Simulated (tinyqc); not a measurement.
# Out-diffusion of a doped substrate or buried layer into a growing epitaxial film, step by step

A worked calculation. Computed by tinyqc, a small Python program that keeps every step. Command: `OMP_NUM_THREADS=1 python tinyqc.py 3008653 3008654 out.jsonl buried walk`. One thread of a shared host (Intel(R) Xeon(R) Processor @ 2.30GHz), about 0.01 s of CPU time with the checks. Intermediate numbers are printed to about 6 digits and carried at full precision; extremes and crossings named in words are read from the listed rows.

x is counted from the original substrate surface into the film, whose surface moves as x = v t. Substrate dopant has one diffusivity; the dopant of the film is taken as uniform.

Inputs (values chosen for the exercise, modelled on arsenic in silicon):
```
quantity                                            value    unit
prefactor D0                                         7.58  cm^2/s
activation energy E                                  3.99      eV
substrate concentration C_s                       1.3e+18  1/cm^3
film doping C_e                                   3.1e+15  1/cm^3
growth rate v                                        0.16  um/min
film thickness d                                     0.67      um
growth temperature T                                 1000       C
autodoping level at the start, as a share of C_s    0.001       -
decay length of autodoping                            0.7      um
later thermal budget (Dt)2                        5.6e-12    cm^2
```

Film doping: same type as the substrate.

Constants: k_B = 8.617333262e-05 eV/K.

## Scales

D = D0 exp(-E/(k_B T)); growth time t = d/v; l = 2 sqrt(D t); growth number G = v t/l = d/l; 1 um = 1e-4 cm. Temperatures in kelvin are T(C) + 273.15.

diffusivity D = 1.21678e-15 cm^2/s

growth time t = 4.1875 min

length l = 0.0110583 um

growth number G = 60.5880

The surface outruns diffusion, so the film acts as an infinite medium.

## Moving boundary against the simple erfc

For a surface that grows from dopant-free material and loses none by evaporation, with u = x/l and s = G - u: C/C_s = (1/2) [erfc(u) + (1 + 4 G (G + s)) exp(4 G s) erfc(G + s) - (4G/sqrt(pi)) exp(-u^2)]; for large G it tends to (1/2) erfc(u). Early in the growth G = sqrt(v x_s/(4 D)) for the thickness x_s reached so far; rows give C at the interface (u = 0) and at the surface (u = G).

The first stage of growth:
```
G     C/C_s at the interface  C at the surface (1/cm^3)  simple erfc there (1/cm^3)    ratio  thickness x_s (nm)
0.10                0.824033                1.03164e+18                 5.76899e+17  1.78826         1.82516e-03
0.25                0.679673                7.13868e+17                 4.70388e+17  1.51762         1.14073e-02
0.50                0.577186                3.63817e+17                 3.11675e+17  1.16729         4.56291e-02
0.75                0.538076                1.71075e+17                 1.87749e+17  0.91119         1.02665e-01
1.00                0.520901                7.38272e+16                 1.02244e+17  0.72206         1.82516e-01
1.50                0.507942                1.04341e+16                 2.20317e+16  0.47360         4.10662e-01
2.00                0.503733                9.95337e+14                 3.04053e+15  0.32736         7.30066e-01
2.50                0.502020                6.25842e+13                 2.64519e+14  0.23660         1.14073e+00
3.00                0.501207                2.54837e+12                 1.43588e+13  0.17748         1.64265e+00
```

At the interface the value falls from 0.824 towards 1/2 as G grows; among these rows it is within 1 % of 1/2 from G = 2 on. At the surface the ratio to the simple erfc goes from 1.788 to 0.177: a fixed wall would double the value, while fresh undoped material dilutes a fast-moving surface. The surface value drops below C_e = 3.1e15 by the row at 0.730 nm; the finished film has G = 60.6. Caution: rows with a thickness or a length l = x_s/G below about 1 nm are formal for a continuum model.

## Transition width

After growth and the later budget: l2 = 2 sqrt(D t + (Dt)2); C(x) = (C_s/2) erfc(x/l2) + share x C_s exp(-x/decay length) for x > 0 (autodoping taken as unchanged by the later budget). The transition x_t solves C(x) = C_e, where the total doping is twice the intended value. Usable film = d - x_t. Also give x_t for the erfc term alone, after growth and after the later budget.

length l2 = 0.0486034 um

x_t after growth, erfc alone = 0.0220681 um

x_t after the later budget, erfc alone = 0.0969934 um

x_t with autodoping = 0.101854 um

usable film = 0.568146 um

Solid-state diffusion sets the transition. The later budget is 18 times that of the growth.

## Profile in the film

Positions are 0.05, 0.2, 0.4, 0.6, 0.8, 1, 1.25 and 1.5 of x_t with autodoping (any beyond the film thickness are formal); net doping = C + C_e.

Concentrations (1/cm^3):
```
x/x_t    x (um)    diffusion   autodoping   net doping
0.05   0.005093  5.73429e+17  1.29058e+15  5.77820e+17
0.20   0.020371  3.59685e+17  1.26271e+15  3.64047e+17
0.40   0.040742  1.53292e+17  1.22650e+15  1.57619e+17
0.60   0.061113  4.89917e+16  1.19132e+15  5.32830e+16
0.80   0.081483  1.15333e+16  1.15715e+15  1.57905e+16
1.00   0.101854  1.97604e+15  1.12396e+15  6.20000e+15
1.25   0.127318  1.37636e+14  1.08381e+15  4.32144e+15
1.50   0.152781  5.70005e+12  1.04509e+15  4.15079e+15
```

Checks made by the program: conservation of dopant by the moving-boundary solution (relative difference below 1e-10).
